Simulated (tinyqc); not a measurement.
Comparisons within one model: interband optics of a two-band s-p chain from momentum matrix elements. A value that a table varies takes the place of the one given here.

H(k) = [[Es - 2 ts cos ka, 2i V sin ka], [-2i V sin ka, Ep_ + 2 tp cos ka]] in the basis s, p; the lower band is full, with two electrons a cell. The velocity operator times hbar is W = dH/dk (eV angstrom); intra-atomic dipoles are left out.

With w(k) = |<c|W|v>|^2 and D(k) = Ec - Ev, on the mesh k_j = (j + 1/2)/N (2 pi/a): eps(E) = 1 + (8 pi e2/(a Ar)) mean_j (w/D^2) [1/(D - E - i eta) + 1/(D + E + i eta)], e2 = e^2/(4 pi eps0); light polarised along the chains, no local fields.

Constants: e^2/(4 pi eps0) = 14.39964547 eV angstrom; hbar^2/2m0 = 3.80998211 eV angstrom^2.

Parameters, chosen for this exercise:
- a = 2.34 angstrom (period)
- Es = 2.36 eV (upper orbital (s))
- Ep_ = -3.3 eV (lower orbital (p))
- ts = 0.45 eV (s-s hopping)
- tp = 0.64 eV (p-p hopping)
- V = 0.56 eV (s-p hopping)
- Ar = 12.1 angstrom^2 (cross-section per chain)
- eta = 0.15 eV (Lorentzian half width)
- E = 7.51 eV (photon energy)

## Joint density of states against eps2

Mesh of 2000 points. J(E) = mean of (eta/pi)/((E - D)^2 + eta^2). The fourth column is J times the constant (8 pi^2 e2/(a Ar)) mean(w/D^2). R = |(sqrt(eps) - 1)/(sqrt(eps) + 1)|^2.

Spectrum:
```
E (eV)  J (1/eV)   eps2  eps2 with constant element    eps1      R
2.88       0.021  0.282                       0.104   2.688  0.060
3.39       0.146  2.662                       0.733   4.174  0.164
3.89       0.199  2.121                       1.000  -0.415  0.257
4.40       0.157  0.604                       0.793  -0.016  0.193
4.90       0.146  0.183                       0.735   0.472  0.037
5.41       0.145  0.099                       0.732   0.827  0.003
5.91       0.152  0.160                       0.765   1.063  0.002
6.42       0.168  0.308                       0.844   1.218  0.007
6.92       0.199  0.548                       1.000   1.298  0.017
7.43       0.277  1.027                       1.395   1.223  0.045
7.93       0.215  0.913                       1.084  -0.270  0.251
8.44       0.029  0.113                       0.144   0.325  0.075
```

Transitions span 3.480 to 7.840 eV. Among the energies listed J peaks at 7.43 eV and eps2 at 3.39 eV. The ratio of eps2 to the constant-element value is 2.12 at 3.89 eV and 0.74 at 7.43 eV: w/D^2 is 0.567 angstrom^2 at the zone centre and 0.112 at the edge.

## Mesh against broadening

eps2 at E for three widths, and eps(0) at eta = 0; the last row is the mesh of 2000 points.

Convergence:
```
N     eta = 0.03 eV  eta = 0.1 eV  eta = 0.3 eV  eps(0)
4             0.874         1.988         1.578  1.3282
8             0.236         0.663         0.873  1.6979
16            0.998         1.369         0.983  1.7266
32            1.526         1.265         0.981  1.7266
64            1.279         1.201         0.981  1.7266
128           1.282         1.201         0.981  1.7266
2000          1.236         1.201         0.981  1.7266
```

The first N from which eps2 stays within 2 % of the last row is above 128 for eta = 0.03, 64 for 0.1 and 16 for 0.3 eV; for eps(0) and 0.1 % it is 16. E lies inside the range of transitions, so as a rule the spacing of D between mesh points must fall below eta (less so where the weight w is small at E).

## Static constant against the gap

Es takes the values listed; mesh of 400 points; the Penn-type estimate is 1 + 8 pi c e2 n_eff/(a Ar Dm^2) with Dm the f-weighted mean of D, f = w/(c D), n_eff = 2 mean(f), c = hbar^2/2m0.

Results:
```
Es (eV)  smallest D (eV)  Dm (eV)  n_eff  eps(0)  estimate
2.06               3.180    5.251  0.343   1.899     1.605
2.36               3.480    5.557  0.324   1.727     1.511
2.86               3.980    6.066  0.297   1.527     1.393
3.36               4.480    6.573  0.274   1.397     1.309
4.36               5.480    7.585  0.237   1.242     1.201
5.36               6.480    8.594  0.210   1.160     1.138
7.36               8.480   10.607  0.170   1.081     1.074
```

eps(0) - 1 falls from 0.899 to 0.081, as Dm^-3.43; a fixed n_eff would give the power -2, and n_eff goes from 0.343 to 0.170. The single-gap estimate is low by 32.7 % of eps(0) - 1 in the first row and 9.1 % in the last, since 1/D^2 favours the smallest separations. n_eff need not equal the 2 electrons of the cell: a two-orbital basis with chosen hoppings does not obey the free-electron sum rule.

## What moves the optical response

Mesh of 400 points; n_eff = 2 mean(w/(c D)), c = hbar^2/2m0. Each row changes one parameter from the base and keeps the others.

Results:
```
case                   smallest D (eV)  largest D (eV)  n_eff  eps(0)
base                             3.480           7.840  0.324   1.727
a = 2.457 angstrom               3.480           7.840  0.357   1.763
Es = 2.66 eV                     3.780           8.140  0.307   1.597
ts = 0.54 eV                     3.300           8.020  0.328   1.796
V = 0.616 eV                     3.480           7.840  0.387   1.863
Ar = 13.31 angstrom^2            3.480           7.840  0.324   1.661
```

The largest shifts from the base row, up to three for each result and ties (the steps differ in size, so this ranks the rows, not the parameters). smallest D (eV): Es +0.300, ts -0.180; unchanged at the printed digits by a, V and Ar. largest D (eV): Es +0.300, ts +0.180; unchanged at the printed digits by a, V and Ar. n_eff: V +0.063, a +0.033, Es -0.017; unchanged at the printed digits by Ar. eps(0): V +0.136, Es -0.130, ts +0.069.

Computed by tinyqc, a small Python program: `OMP_NUM_THREADS=1 python tinyqc.py 1682405 1682406 out.jsonl` (the numbers bound the seed that draws the inputs); one thread of a shared host (Intel(R) Xeon(R) Processor @ 2.30GHz), about 0.02 s for the whole set of steps.
